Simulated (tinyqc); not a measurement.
# Resistance of a source-drain extension with a graded tip, step by step

Program tinyqc, `OMP_NUM_THREADS=1 python tinyqc.py 2282121 2282122 out.jsonl`; Intel Xeon 2.30GHz, shared host, one thread, about 0.03 s. Printed values are rounded.

y runs along the channel, the gate covers y > 0. The doping is N0 for y < y0 and N0 10^(-(y - y0)/la) beyond, uniform over the depth xj. Sheet conductance s(y) = q mu(N) max(N - Nch, 0) xj + (for y > 0) ma Cox Vo, with mu(N) = u0 + (u1 - u0)/(1 + (N/Nr)^au) and Cox = eps0 eox/tox. Current is taken as one-dimensional; depletion of the tip, spreading and the contact are left out. The metallurgical junction lies at yj, where N = Nch.

Parameters, values chosen for the exercise; mobility law close to that of electrons in silicon:
- eox = 25.4 (relative permittivity of the gate insulator (close to zirconium oxide))
- tox = 10 nm (insulator thickness)
- N0 = 1.3e20 cm^-3 (active doping of the extension far from the gate)
- la = 4.7 nm/decade (lateral abruptness)
- y0 = 2.4 nm (position under the gate where the fall begins (gate edge at 0))
- xj = 21 nm (depth of the extension)
- Nch = 1.3e18 cm^-3 (channel doping)
- Vo = 0.74 V (gate overdrive)
- ma = 240 cm^2/(V s) (mobility of the gate-induced layer)
- u1 = 1414 cm^2/(V s) (mobility at low doping)
- u0 = 68.5 cm^2/(V s) (mobility at high doping)
- Nr = 9.2e16 cm^-3 (reference doping)
- au = 0.711 (exponent)
- Lg = 90 nm (gate length)

Constants: q = 1.602176634e-19 C, eps0 = 8.8541878128e-14 F/cm where lengths are in cm. Results are converted to the units shown.

## Sheet resistances and junction position

yj = y0 + la log10(N0/Nch); sheet resistance of the full extension 1/[q mu(N0)(N0 - Nch) xj] and of the gate-induced layer 1/(ma Cox Vo); metallurgical length Lg - 2 yj; ye is where the doped and the gate-induced conductances are equal.

yj = 11.8 nm
sheet resistance of the extension = 303.056 ohm/square
sheet resistance of the induced layer = 2503.66 ohm/square
metallurgical length = 66.4 nm
ye = 7.22964 nm
N at ye = 1.22000e19 cm^-3

The gate takes over 4.57 nm before the junction, where N is still 9.38 times the channel doping.

## Resistance of the overlapped part

Midpoint rule on 10 equal steps from 0 to yj: R_ov = sum h/s(y), per width.

y, point 0 to 9 (nm): [0.59, 1.77, 2.95, 4.13, 5.31, 6.49, 7.67, 8.85, 10.03, 11.21]
N, point 0 to 9 (cm^-3): [1.3e20, 1.3e20, 9.92938e19, 5.57004e19, 3.12460e19, 1.75279e19, 9.83256e18, 5.51573e18, 3.09413e18, 1.73570e18]
doped conductance, point 0 to 9 (uS): [3299.72, 3299.72, 2565.70, 1510.12, 901.899, 545.709, 331.226, 195.706, 102.991, 31.7824]
sheet resistance, point 0 to 9 (ohm/square): [270.333, 270.333, 337.255, 523.686, 768.454, 1058.06, 1368.66, 1680.33, 1990.42, 2319.12]
R_ov = 12.492 ohm um

The exact integral is 12.505 ohm um; the coarse sum is 0.10 % below it.
